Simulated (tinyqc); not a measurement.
From results back to parameters: parabolic quantum dot in a magnetic field (Fock-Darwin).

Problem. The two far-infrared modes of a parabolic dot are W +/- wc/2 with W = sqrt(w0^2 + wc^2/4) and hbar wc = 2 muB B/m. They were computed from hidden w0 and m.

Constants: muB = 5.788381798e-05 eV/T.

Values chosen for the exercise (out of a larger set: near those of a gate-defined dot in Si; not measured data): B = 4.77 T (magnetic field).

modes (meV): 6.70333  3.88016

Find: hbar wc; m; hbar w0.

Solution. Their difference is hbar wc and their product (hbar w0)^2.

hbar wc = 2.823 meV
m = 0.1956 m0
hbar w0 = 5.10 meV

(tinyqc, `OMP_NUM_THREADS=1 python tinyqc.py 1281055 1281056 out.jsonl`, Intel(R) Xeon(R) Processor @ 2.30GHz, 1 thread, shared host, about 0.04 s.)
